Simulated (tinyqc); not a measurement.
sp3s* tight binding: one step. Levels at this k. The numbers come from values chosen for the exercise (near a published set for diamond, fitted to gaps, whose masses and valley positions are rough).

H(k) (eV), lower triangle (Hermitian):
```
,sa,xa,ya,za,s*a,sc,xc,yc,zc,s*c
sa,-4.571000
xa,0,3.838000
ya,0,0,3.838000
za,0,0,0,3.838000
s*a,0,0,0,0,11.469000
sc,-9.267525-5.271503i,2.934690+7.538674i,3.547431+6.236534i,7.538674+2.934690i,0,-4.571000
xc,-2.934690-7.538674i,1.588089+0.903328i,-5.678162-2.210421i,-2.671940-4.697384i,-1.598612-4.106537i,0,3.838000
yc,-3.547431-6.236534i,-5.678162-2.210421i,1.588089+0.903328i,-2.210421-5.678162i,-1.932389-3.397222i,0,0,3.838000
zc,-7.538674-2.934690i,-2.671940-4.697384i,-2.210421-5.678162i,1.588089+0.903328i,-4.106537-1.598612i,0,0,0,3.838000
s*c,0,1.598612+4.106537i,1.932389+3.397222i,4.106537+1.598612i,0,0,0,0,0,11.469000
```

Task: Diagonalise H, which belongs to k = (0.56, 0.5, 0.28) (2 pi/a). Four bands are filled (two electrons each); give the make-up of band 5, the lowest empty one.

Give: levels; weights of band 5; weight of band 5 on atom a.

Result:

levels (eV): -21.2679  -14.8073  -5.1655  -4.1480  6.9560  9.8888  11.8277  12.8815  18.5462  22.1123

weights of band 5: s 0.091, p 0.269, s* 0.640

weight of band 5 on atom a = 0.500

The vertical gap at this k is 11.1041 eV; band 5 is mostly s*-like.

tinyqc: `OMP_NUM_THREADS=1 python tinyqc.py 1450853 1450854 out.jsonl`; about 0.07 s, one thread, shared Intel(R) Xeon(R) Processor @ 2.30GHz.
